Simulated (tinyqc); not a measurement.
Sp3 tight binding, zinc-blende lattice, step by step. Computed by tinyqc, a small Python program that keeps every step. Command: `OMP_NUM_THREADS=1 python tinyqc.py 30993 30994 out.jsonl` (the two numbers bound the seeds that draw the settings). One thread of a shared host (Intel(R) Xeon(R) Processor @ 2.60GHz), about 0.01 s of CPU time with the checks.

## Bloch Hamiltonian at k

Parameters chosen for this model: zinc-blende lattice, anion at 0, cation at a/4 (1,1,1); V = eta hbar^2 / (m d^2), hbar^2/m = 7.619964 eV angstrom^2:
```
parameter          value      unit
a               5.440000  angstrom
d               2.355589  angstrom
Es anion      -15.520000        eV
Ep anion       -5.800000        eV
Es cation     -15.520000        eV
Ep cation      -5.800000        eV
eta ss         -1.330000
eta sp          1.800000
eta pp sigma    2.950000
eta pp pi      -0.830000
V ss           -1.826440        eV
V sp            2.471874        eV
V pp sigma      4.051127        eV
V pp pi        -1.139809        eV
```

k point k (2 pi / a): [0.64000, -0.21000, -0.79000]

Slater-Koster rules over the four bonds with direction cosines (l, m, n): ss V_ss; s-px l V_sp; px-s -l V_sp; px-px l^2 V_pps + (1 - l^2) V_ppp; px-py l m (V_pps - V_ppp); each times exp(i k.d).

H(k) at k (eV), order a s, a px, a py, a pz, c s, c px, c py, c pz:
$$\begin{pmatrix}
-15.52000 & 0.00000 & 0.00000 & 0.00000 & -1.19965+1.89035i & -0.93738+1.47707i & 4.31417-0.32094i & 0.50571-2.73786i \\
0.00000 & -5.80000 & 0.00000 & 0.00000 & 0.93738-1.47707i & 0.38786-0.61116i & 0.61315-3.31948i & 5.23066-0.38911i \\
0.00000 & 0.00000 & -5.80000 & 0.00000 & -4.31417+0.32094i & 0.61315-3.31948i & 0.38786-0.61116i & -1.13651+1.79085i \\
0.00000 & 0.00000 & 0.00000 & -5.80000 & -0.50571+2.73786i & 5.23066-0.38911i & -1.13651+1.79085i & 0.38786-0.61116i \\
-1.19965-1.89035i & 0.93738+1.47707i & -4.31417-0.32094i & -0.50571-2.73786i & -15.52000 & 0.00000 & 0.00000 & 0.00000 \\
-0.93738-1.47707i & 0.38786+0.61116i & 0.61315+3.31948i & 5.23066+0.38911i & 0.00000 & -5.80000 & 0.00000 & 0.00000 \\
4.31417+0.32094i & 0.61315+3.31948i & 0.38786+0.61116i & -1.13651-1.79085i & 0.00000 & 0.00000 & -5.80000 & 0.00000 \\
0.50571+2.73786i & 5.23066+0.38911i & -1.13651-1.79085i & 0.38786+0.61116i & 0.00000 & 0.00000 & 0.00000 & -5.80000
\end{pmatrix}$$

## Levels at k

Diagonalise the Hermitian matrix.

eigenvalues (eV): [-19.61100, -16.80477, -12.55280, -11.68818, -4.61576, -2.03250, 0.10389, 1.36111]

weights |c|^2 of the basis functions, order a s, a px, a py, a pz, c s, c px, c py, c pz:
$$\begin{pmatrix}
0.44729 & 0.34433 & 0.01880 & 0.00053 & 0.13650 & 0.04735 & 0.00033 & 0.00487 \\
0.00524 & 0.03034 & 0.16376 & 0.28537 & 0.01532 & 0.01390 & 0.28552 & 0.20055 \\
0.03635 & 0.07482 & 0.14231 & 0.03153 & 0.25169 & 0.32896 & 0.02171 & 0.11263 \\
0.01111 & 0.05051 & 0.17513 & 0.18257 & 0.09649 & 0.10979 & 0.19244 & 0.18196 \\
0.44729 & 0.34433 & 0.01880 & 0.00053 & 0.13650 & 0.04735 & 0.00033 & 0.00487 \\
0.00524 & 0.03034 & 0.16376 & 0.28537 & 0.01532 & 0.01390 & 0.28552 & 0.20055 \\
0.03635 & 0.07482 & 0.14231 & 0.03153 & 0.25169 & 0.32896 & 0.02171 & 0.11263 \\
0.01111 & 0.05051 & 0.17513 & 0.18257 & 0.09649 & 0.10979 & 0.19244 & 0.18196
\end{pmatrix}$$

## Bloch Hamiltonian at G

k point G (2 pi / a): [0, 0, 0]

As before.

H(k) at G (eV), order a s, a px, a py, a pz, c s, c px, c py, c pz:
$$\begin{pmatrix}
-15.52000 & 0.00000 & 0.00000 & 0.00000 & -7.30576 & 0.00000 & 0.00000 & 0.00000 \\
0.00000 & -5.80000 & 0.00000 & 0.00000 & 0.00000 & 2.36201 & 0.00000 & 0.00000 \\
0.00000 & 0.00000 & -5.80000 & 0.00000 & 0.00000 & 0.00000 & 2.36201 & 0.00000 \\
0.00000 & 0.00000 & 0.00000 & -5.80000 & 0.00000 & 0.00000 & 0.00000 & 2.36201 \\
-7.30576 & 0.00000 & 0.00000 & 0.00000 & -15.52000 & 0.00000 & 0.00000 & 0.00000 \\
0.00000 & 2.36201 & 0.00000 & 0.00000 & 0.00000 & -5.80000 & 0.00000 & 0.00000 \\
0.00000 & 0.00000 & 2.36201 & 0.00000 & 0.00000 & 0.00000 & -5.80000 & 0.00000 \\
0.00000 & 0.00000 & 0.00000 & 2.36201 & 0.00000 & 0.00000 & 0.00000 & -5.80000
\end{pmatrix}$$

## Levels at G

As before.

eigenvalues (eV): [-22.82576, -8.21424, -8.16201, -8.16201, -8.16201, -3.43799, -3.43799, -3.43799]

## Bands along a path

The same steps at evenly spaced points between the labelled ones.

Bands along the path (eV):
```
k            band 1     band 2     band 3     band 4    band 5    band 6    band 7    band 8
L         -20.37590  -16.65013  -10.44163  -10.44163  -6.75723  -1.15837  -1.15837   1.14326
L-G 0.25  -21.00021  -15.55684  -10.18254  -10.18254  -6.73178  -1.41746  -1.41746   0.64883
L-G 0.50  -21.94732  -13.26076   -9.48265   -9.48265  -6.71595  -2.11735  -2.11735  -0.71597
L-G 0.75  -22.59956  -10.58805   -8.61376   -8.61376  -6.96400  -2.98624  -2.98624  -2.48839
G         -22.82576   -8.21424   -8.16201   -8.16201  -8.16201  -3.43799  -3.43799  -3.43799
G-X 0.25  -22.52209  -10.59611   -9.23182   -9.23182  -6.15646  -3.36534  -2.36818  -2.36818
G-X 0.50  -21.61767  -13.19848  -10.97121  -10.97121  -4.62576  -3.19809  -0.62879  -0.62879
G-X 0.75  -20.14042  -15.78663  -12.25797  -12.25797  -3.64148  -3.07147   0.65797   0.65797
X         -18.15714  -18.15714  -12.72125  -12.72125  -3.16286  -3.16286   1.12125   1.12125
X-W 0.25  -18.15714  -18.15714  -12.72125  -12.72125  -3.16286  -3.16286   1.12125   1.12125
X-W 0.50  -18.15714  -18.15714  -12.72125  -12.72125  -3.16286  -3.16286   1.12125   1.12125
X-W 0.75  -18.15714  -18.15714  -12.72125  -12.72125  -3.16286  -3.16286   1.12125   1.12125
W         -18.15714  -18.15714  -12.72125  -12.72125  -3.16286  -3.16286   1.12125   1.12125
```

With 4 band(s) filled, the highest filled level on these points lies at G and the lowest empty one at G: the bands touch or overlap, so there is no gap.
